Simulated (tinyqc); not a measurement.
Worked calculation: Kronig-Penney superlattice by transfer matrices. Values are carried at full precision from step to step, so a last printed digit may differ when a step is redone from the rounded ones.

Wells (width a, potential 0, mass mw) alternate with barriers (width b, height V0, mass mb); period d = a + b; c = hbar^2/2m0. The vector (psi, psi'/m) is continuous, and a layer of thickness t carries it by M = [[cos kt, (m/k) sin kt], [-(k/m) sin kt, cos kt]] with k = sqrt(m (E - V)/c); for E < V, k = i kappa gives [[cosh, (m/kappa) sinh], [(kappa/m) sinh, cosh]] of kappa t. A Bloch state obeys cos(q d) = tr(Mb Mw)/2.

Constants: hbar^2/2m0 = 3.80998211 eV angstrom^2; hbar = 6.58211957e-16 eV s.

Inputs chosen for the exercise (near those of the light valleys of a Si film between layers of SiO2; not measured data):
```
symbol  value   unit      meaning
a       19      angstrom  well width
b       6       angstrom  barrier width
V0      3.11    eV        barrier height
mw      0.193   m0        mass in the wells
mb      0.484   m0        mass in the barriers
E       0.2719  eV        trial energy
F       5       kV/cm     field along the axis
```

## Layer matrices at one energy

Form the matrix of the well and of the barrier at E.

k in the well = 0.11736 1/angstrom
kappa in the barrier = 0.60045 1/angstrom

Mw (angstrom units):
$$\begin{pmatrix}
-0.61237 & 1.3001 \\
-0.48074 & -0.61237
\end{pmatrix}$$

Mb (angstrom units):
$$\begin{pmatrix}
18.362 & 14.779 \\
22.746 & 18.362
\end{pmatrix}$$

## The matrix of one period

Multiply M = Mb Mw and take half the trace. If its size is at most 1, E lies in a miniband and q d = arccos(tr M/2); otherwise the state decays by exp(-arccosh|tr M/2|) a period.

M:
$$\begin{pmatrix}
-18.349 & 14.822 \\
-22.756 & 18.328
\end{pmatrix}$$

tr M/2 = -0.0107
q d in a band, or the decay exponent in a gap = 1.581

E lies in a miniband; det M = 1.0000, as for any such product.

## Miniband edges

The edges are the energies where tr M/2 = +1 (q = 0) or -1 (q = pi/d); the first three minibands.

Minibands:
```
band  bottom (eV)  top (eV)  width (meV)
1          0.2644    0.2795         15.1
2          1.0911    1.1630         71.9
3          2.4707    2.7251        254.4
```

3 minibands of these lie wholly below V0. The first gap is 811.6 meV wide; the single well of width a has E1 = 0.2719 eV, inside the first miniband.

## Dispersion along the axis

Solve tr M/2 = cos(q d) inside each miniband at q d/pi = 0, 1/6, ..., 1. The cosine form is E_bottom + (W/2)(1 - cos q d) with the true width W.

Energies (eV):
```
q d/pi  band 1  cosine form  band 2
0.000   0.2644       0.2644  1.1630
0.167   0.2654       0.2654  1.1579
0.333   0.2681       0.2682  1.1442
0.500   0.2718       0.2720  1.1260
0.667   0.2756       0.2758  1.1083
0.833   0.2785       0.2785  1.0957
1.000   0.2795       0.2795  1.0911
```

The cosine form, which holds for hopping between neighbouring wells alone, misses band 1 by at most 0.2 meV, 1 % of its width.

## Mass along the axis

With f(E) = tr M/2, 1 - (q d)^2/2 = 1 + f'(E_bottom)(E - E_bottom) gives m_z = -2 c f'/d^2 (f' by a central difference of 1e-6 eV at the bottom of band 1). The cosine form gives 4 c/(W d^2), W the width of band 1 between tr M/2 = +1 and -1.

f' = -137.8 1/eV
m_z = 1.680 m0
m_z of the cosine form = 1.611 m0
W = 15.14 meV

The mass along the axis is 8.71 times mw.

## In a field along the axis

One-band picture: ladder spacing e F d, Bloch frequency e F d/(2 pi hbar), and extent W/(e F) of a Stark state, with W the width of band 1; 1 kV/cm = 1e-5 V/angstrom.

e F d = 1.250 meV
Bloch frequency = 0.302 THz
W/(e F d) = 12.11 periods

The state spreads over about 12 periods.

## Checks

- Bottom of band 1 from 121 plane waves (the mass step taken by inverting the matrix of m) against the transfer matrix, eV: both 0.2644.

Run: tinyqc, `OMP_NUM_THREADS=1 python tinyqc.py 1251101 1251102 out.jsonl`; Intel(R) Xeon(R) Processor @ 2.30GHz, one thread, shared host; about 0.05 s of CPU time with all checks.
